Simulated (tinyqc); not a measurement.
## Barrier and mass from two Fowler-Nordheim currents

Question. Fowler-Nordheim tunnelling through a dielectric follows J = A F^2 exp(-B/F), A = q^2 me/(16 pi^2 hbar m1 phi1) (A/V^2 with phi1 in volts), B = (4/3) sqrt(m1/C) phi1^1.5 (V/nm), C = hbar^2/(2 m0). Find B, A, phi1 and m1.

Parameters, values chosen for the exercise:
- me = 1 m0 (emitter mass in the supply function)

Constants: q = 1.602176634e-19 C, hbar = 1.054571817e-34 J s, m0 = 9.1093837015e-31 kg, hbar^2/(2 m0) = 0.0380998212 eV nm^2. Results are converted to the units shown.

J at F = 0.81 and 1.41 V/nm (A/cm^2): 2.6451161e5  1.6887314e7

Answer. The slope of ln(J/F^2) against 1/F is -B and the intercept gives A. A fixes the product m1 phi1, and B = (4/3) phi1 sqrt(m1 phi1/C) then gives phi1.

B = 5.802 V/nm
A = 5.201e-6 A/V^2
phi1 = 1.560 eV
m1 = 0.1900 m0

Computed by the program tinyqc: `OMP_NUM_THREADS=1 python tinyqc.py 2540148 2540149 out.jsonl`, one thread of a shared Intel Xeon 2.30GHz, about 0.03 s for the whole run.
